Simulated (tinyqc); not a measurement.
G0W0 on RHF in the sto-6g basis, for H4, spin multiplicity 1, step by step. One step of it, computed by the program tinyqc.

Problem. Integrals over molecular orbitals. (pq|rs) = sum C_ip C_jq C_kr C_ls (ij|kl), one index at a time.

coefficients C:
```
            MO1        MO2        MO3        MO4
1H 1s  0.359568   0.439612   0.761771   0.855064
2H 1s  0.359568   0.439612  -0.761771  -0.855064
3H 1s  0.359568  -0.439612   0.761771  -0.855064
4H 1s  0.359568  -0.439612  -0.761771   0.855064
```

core Hamiltonian H = T + V (hartree), lower triangle:
```
           1H 1s      2H 1s      3H 1s      4H 1s
1H 1s  -1.662806
2H 1s  -1.243232  -1.662806
3H 1s  -0.381204  -0.301548  -1.662806
4H 1s  -0.301548  -0.381204  -1.243232  -1.662806
```

Two-electron integrals (ij|kl) in chemists' order, unique and non-zero (hartree):
```
(11|11) 0.774999   (21|11) 0.404781   (21|21) 0.252679   (22|11) 0.543610
(22|21) 0.404781   (22|22) 0.774999   (31|11) 0.091266   (31|21) 0.051424
(31|22) 0.074471   (31|31) 0.017867   (32|11) 0.062465   (32|21) 0.039979
(32|22) 0.065620   (32|31) 0.012583   (32|32) 0.009824   (33|11) 0.302788
(33|21) 0.180084   (33|22) 0.275379   (33|31) 0.091266   (33|32) 0.065620
(33|33) 0.774999   (41|11) 0.065620   (41|21) 0.039979   (41|22) 0.062465
(41|31) 0.012583   (41|32) 0.009715   (41|33) 0.062465   (41|41) 0.009824
(42|11) 0.074471   (42|21) 0.051424   (42|22) 0.091266   (42|31) 0.014730
(42|32) 0.012583   (42|33) 0.074471   (42|41) 0.012583   (42|42) 0.017867
(43|11) 0.180084   (43|21) 0.112409   (43|22) 0.180084   (43|31) 0.051424
(43|32) 0.039979   (43|33) 0.404781   (43|41) 0.039979   (43|42) 0.051424
(43|43) 0.252679   (44|11) 0.275379   (44|21) 0.180084   (44|22) 0.302788
(44|31) 0.074471   (44|32) 0.062465   (44|33) 0.543610   (44|41) 0.065620
(44|42) 0.091266   (44|43) 0.404781   (44|44) 0.774999
```

Give: one-electron integrals over orbitals h = C^T H C; Two-electron integrals over orbitals.

Solution.

one-electron integrals over orbitals h = C^T H C (hartree), lower triangle:
```
        1       2       3       4
1  -1.856
2   0.000  -1.719
3   0.000   0.000  -1.159
4   0.000   0.000   0.000  -0.994
```

Two-electron integrals over orbitals (pq|rs), unique and non-zero (hartree):
```
(11|11) 0.473   (21|21) 0.192   (22|11) 0.476   (22|22) 0.488
(31|31) 0.100   (32|32) 0.086   (33|11) 0.461   (33|22) 0.466
(33|33) 0.472   (41|32) 0.084   (41|41) 0.082   (42|31) 0.104
(42|42) 0.112   (43|21) 0.189   (43|43) 0.207   (44|11) 0.469
(44|22) 0.480   (44|33) 0.482   (44|44) 0.496
```
